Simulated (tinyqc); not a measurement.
Elastic strain and critical thickness of a cubic alloy layer A(1-x)B(x) on a thick substrate: one step, computed by the program tinyqc. Command: `OMP_NUM_THREADS=1 python tinyqc.py 3028426 3028427 out.jsonl misfit walk`. One thread of a shared host (Intel(R) Xeon(R) Processor @ 2.30GHz), about 0.01 s of CPU time with the checks.

Strain is positive in tension. The layer is coherent with the substrate unless said otherwise.

Task: Biaxial strain, stress and energy. (111): D = 2 (C11 + 2 C12 - 2 C44)/(C11 + 2 C12 + 4 C44), M = 6 C44 (C11 + 2 C12)/(C11 + 2 C12 + 4 C44). The free surface carries no normal stress, so e_perp = -D f; dV/V = 2 f + e_perp; stress = M f; energy per area = M f^2 h (1 GPa nm = 1 J/m^2).

Inputs (values chosen for the exercise, modelled on Si(1-x)Ge(x) on Si): layer thickness h = 5.9 nm.

Growth plane: (111).

elastic constants (GPa): C11 157.6840, C12 60.5848, C44 76.0750

misfit f = -0.01075042

Give: ratio D; normal strain e_perp; volume strain dV/V; biaxial modulus M; in-plane stress; strain energy per area.

Result:

ratio D = 0.4345

normal strain e_perp = 0.004672

volume strain dV/V = -0.01683

biaxial modulus M = 218.3 GPa

in-plane stress = -2.346 GPa

strain energy per area = 0.1488 J/m^2
